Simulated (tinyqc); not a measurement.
Single-band model of a thermoelectric material: one step, computed by the program tinyqc.

One spherical band, one scattering law, no minority carriers and no phonon drag. In a real material minority carriers limit |S| to about E_g/(2 e T), so larger values are formal. eta = E_F/(k_B T) is counted from the band edge; f = 1/(1 + exp(x - eta)).

Task: Limiting formulas for the Seebeck coefficient. Classical: |S| = (k_B/e)[r + 5/2 - ln(n/N_c)], N_c = (3 sqrt(pi)/4) N_0. Degenerate (Mott): |S| = (pi^2/3)(k_B/e)(r + 3/2)/eta_F, eta_F = (n/N_0)^(2/3).

Inputs (values chosen for the exercise, for a model material): carrier density n = 1.3e+18 1/cm^3; temperature T = 700 K.

Band: parabolic. Scattering: polar optical (high temperature), r = 0.5.

Seebeck coefficient |S| = 444.1707 microvolt/K

N_0 = 8.410291e+18 1/cm^3

Constants: k_B = 8.617333262e-05 eV/K.

Give: Seebeck coefficients.

Result:

Seebeck coefficients:
```
formula        |S| (microvolt/K)  deviation (%)
full integral                444            0.0
classical                    444           -0.1
degenerate                  1969          343.2
```
